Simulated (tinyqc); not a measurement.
Frequency dispersion of an accumulation capacitance by border traps, distributed model: two steps of the calculation.

Traps spread evenly through the insulator exchange electrons with the semiconductor by tunnelling, with tau(x) = t0 exp(2 ka x) at depth x from the interface. The admittance per area Y seen at depth x obeys dY/dx = -Y^2/(i w eps0 eox) + q Nb ln(1 + i w tau)/tau, with Y(0) = i w Cs and w = 2 pi f; the gate sees Y(tox) = G + i w C. Working variable y = Y/(i w), in uF/cm^2. Cox = eps0 eox/tox.

Inputs (values chosen for the exercise); permittivity close to that of aluminium oxide:
```
symbol,value,unit,meaning
eox,8.1,,relative permittivity of the insulator
tox,12,nm,insulator thickness
Cs,2.4,uF/cm^2,semiconductor capacitance in accumulation
Nb,4.8e19,cm^-3 eV^-1,density of border traps
ka,3.8,1/nm,decay constant of the wave function in the insulator
t0,2e-11,s,time constant of a trap at the interface
f,1000,Hz,frequency
xe,2.7,nm,depth down to which the steps are taken
```

Constants: q = 1.602176634e-19 C, eps0 = 8.8541878128e-14 F/cm where lengths are in cm. Results are converted to the units shown.

Question 1. Scales and lumped estimate. Cox; trap-free value 1/(1/Cox + 1/Cs); response depth d = ln(1/(w t0))/(2 ka), where w tau = 1; lumped estimate: all traps within d act as C_bt = q Nb d placed at d/2, so C = 1/{1/[1/(1/Cs + d/(2 eps0 eox)) + C_bt] + (tox - d/2)/(eps0 eox)}.

Give: Cox; trap-free C; d; C_bt; lumped C.

Answer 1.

Cox = 0.5977 uF/cm^2
trap-free C = 0.4785 uF/cm^2
d = 2.091 nm
C_bt = 1.608 uF/cm^2
lumped C = 0.5486 uF/cm^2

The traps within reach amount to 0.670 Cs and lie in the first 17.4 % of the insulator.

Question 2. Capacitance and conductance at the gate. Beyond xe the traps are ignored, so 1/y(tox) = 1/y(xe) + (tox - xe)/(eps0 eox); C = Re y, G/w = -Im y, loss tangent G/(w C).

y at xe = 2.0371271-0.1129092i uF/cm^2

Wanted: y at the gate; C; G/w; loss tangent.

Answer 2.

y at the gate = 0.5597-0.0085i uF/cm^2
C = 0.5597 uF/cm^2
G/w = 0.008500 uF/cm^2
loss tangent = 0.01519

Program tinyqc, `OMP_NUM_THREADS=1 python tinyqc.py 2202104 2202105 out.jsonl`; Intel Xeon 2.30GHz, shared host, one thread, about 0.6 s.
